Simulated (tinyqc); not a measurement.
Changing the equivalent oxide thickness t: ballistic transport through the one-dimensional subbands of a rectangular nanowire or nanosheet channel. Computed by tinyqc, a small Python program. Command: `OMP_NUM_THREADS=1 python tinyqc.py 3027265 3027266 out.jsonl wire sweep`. One thread of a shared host (Intel(R) Xeon(R) Processor @ 2.30GHz), about 0.05 s of CPU time with the checks.

Hard walls, parabolic subbands, transport along x. Energies are counted from the bulk conduction band edge at the top of the barrier, which the gate pulls down by U; the source Fermi level lies at the bulk edge when U = 0.

Inputs (values chosen for the exercise, modelled on silicon):
```
quantity                          value  unit
light mass m_t                     0.19   m_0
heavy mass m_l                    0.917   m_0
height a                            3.2    nm
width b                               7    nm
gate voltage above flat band V_G   0.36     V
drain voltage V_D                  0.05     V
temperature T                       150     K
```

Valleys: silicon [100] wire.

Constants: hbar^2/(2 m_0) = 3.80998212 eV angstrom^2; k_B = 8.617333262e-05 eV/K; m_0 = 9.1093837015e-31 kg; k_B = 1.380649e-23 J/K; hbar = 1.054571817e-34 J s; eps_0 = 8.8541878128e-12 F/m; e = 1.602176634e-19 C; h = 6.62607015e-34 J s.

Method:
- E_pq = (hbar^2 pi^2/2)(p^2/(m_y b^2) + q^2/(m_z a^2)); valley pairs: (m_x, m_y, m_z) = (m_t, m_t, m_l), (m_t, m_l, m_t), (m_l, m_t, m_t), each with degeneracy g = 2; the 10 lowest subbands are kept.
- F_j(eta) = (1/Gamma(j + 1)) int_0^infinity x^j/(1 + exp(x - eta)) dx, F_0 = ln(1 + exp(eta)). Integrals over x = E/(k_B T) use 160 Gauss-Legendre points in u = sqrt(x) from 0 to sqrt(max(eta, 0) + 32).
- With degeneracy g = 2, eta_i = (U - E_i)/(k_B T) and u = e V_D/(k_B T): line density n = sum_i g sqrt(2 m_x k_B T/pi)/(2 hbar) [F_-1/2(eta_i) + F_-1/2(eta_i - u)]; gate: e n = C_ox (V_G - U/e), C_ox = 3.9 eps_0 2 (a + b)/t (flat-plate estimate); I = (2 e k_B T/h) sum_i g [F_0(eta_i) - F_0(eta_i - u)].

One run for each value:
```
equivalent oxide thickness t (nm)  ballistic current I (microampere)  line density n (1/nm)  U (meV)
0.40                                                          17.400                 1.5738   216.82
0.57                                                          12.623                 1.2120   202.87
0.82                                                           9.566                 0.9268   187.15
1.20                                                           8.080                 0.7061   167.30
1.70                                                           7.429                 0.5465   148.69
2.40                                                           6.612                 0.4159   132.96
3.50                                                           5.279                 0.3041   117.90
5.00                                                           3.860                 0.2240   105.28
```

Over the rows, ballistic current I (microampere) falls from 17.4 to 3.86 (exponent d ln y / d ln x between -0.91 and -0.24); line density n (1/nm) falls from 1.57 to 0.224 (exponent d ln y / d ln x -0.74 between the first rows and -0.86 between the last); U (meV) falls from 217 to 105 (exponent d ln y / d ln x -0.19 between the first rows and -0.32 between the last). Thinning the oxide by a factor 12.5 raises n by 7.03 and the current by 4.51. The charge lags because part of V_G goes into U (quantum capacitance and subband energy). The current lags the charge, since it counts the modes open within the bias window, not the carriers.
